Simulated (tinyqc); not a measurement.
Thickness series: Landau-Devonshire theory of a uniaxial ferroelectric. Computed by tinyqc, a small Python program. Command: `OMP_NUM_THREADS=1 python tinyqc.py 3003199 3003200 out.jsonl ferro walk`. One thread of a shared host (Intel(R) Xeon(R) Processor @ 2.30GHz), about 0.01 s of CPU time with the checks.

G(P) = (alpha/2) P^2 + (beta*/4) P^4 + (gamma/6) P^6 - E P per volume, SI units, one domain, P along the polar axis.

Inputs (values chosen for the exercise, modelled on barium titanate): alpha_0 = 691000 J m/(C^2 K); Curie-Weiss temperature T0 = 381 K; beta = -8.05e+08 J m^5/C^4; gamma = 1.7e+10 J m^9/C^6; temperature T = 305 K; film thickness d = 20 nm; screening length lambda = 0.027 nm; background permittivity eps_b = 7; series capacitance C_d = 1 microfarad/cm^2.

Sample: free crystal.

Constants: eps_0 = 8.8541878128e-12 F/m.

Method:
- alpha = alpha_0 (T - T0*), T0* = T0, beta* = beta.
- Ps^2 = [-beta* + sqrt(beta*^2 - 4 alpha gamma)]/(2 gamma).
- chi = 1/(eps_0 G''), G'' = alpha + 3 beta* P^2 + 5 gamma P^4 at Ps. Ps, chi and the coercive field are for perfect screening, without a depolarising field. The intrinsic coercive field is |alpha P + beta* P^3 + gamma P^5| at the P_c where G'' = 0. 1 C/m^2 = 100 microcoulomb/cm^2.
- Between shorted electrodes with screening length lambda each, the depolarising field is -k P, k = 2 lambda/(eps_0 (d + 2 lambda eps_b)), so alpha turns into alpha + k.
- The polar state is the lowest uniform state while alpha + k < 0 (beta* > 0) or < 3 beta*^2/(16 gamma) (beta* < 0); setting the equality gives the critical thickness d_c.
- Domains are left out, though they can pre-empt both the loss of P and the state at P = 0. The second and third columns are for the shorted capacitor, polar only where it is the lowest uniform state: alpha + k < 0 (beta* > 0) or < 3 beta*^2/(16 gamma) (beta* < 0). The last column is another circuit, the film in series with C_d at P = 0: 1/C = (alpha d)/(1 + alpha eps_0 eps_b) + 1/C_d, and P = 0 is locally stable while 1/C > 0; a dash marks the rest.

alpha = -5.25160e+07 J m/C^2

beta* = -8.05e+08 J m^5/C^4

critical thickness d_c = 101.842 nm

spontaneous polarisation Ps = 28.9982 microcoulomb/cm^2

Against thickness:
```
d (nm)  P (microcoulomb/cm^2)  depolarising field (MV/m)  C of the stack / C_d
1                       0.000                     0.0000                1.0005
2                       0.000                     0.0000                1.0011
3                       0.000                     0.0000                1.0016
5                       0.000                     0.0000                1.0026
8                       0.000                     0.0000                1.0042
15                      0.000                     0.0000                1.0080
30                      0.000                     0.0000                1.0161
60                      0.000                     0.0000                1.0326
150                    24.337                     9.8704                1.0858
```

What follows from these numbers?

The polar state appears between 60 and 150 nm (d_c = 102 nm), and at 150 nm P is 83.9 % of Ps. The stack exceeds C_d wherever it is stable, up to 1.09 times: the ferroelectric held at P = 0 acts as a negative capacitance.

Extremes, crossings and ranges named in words are read from the listed rows.
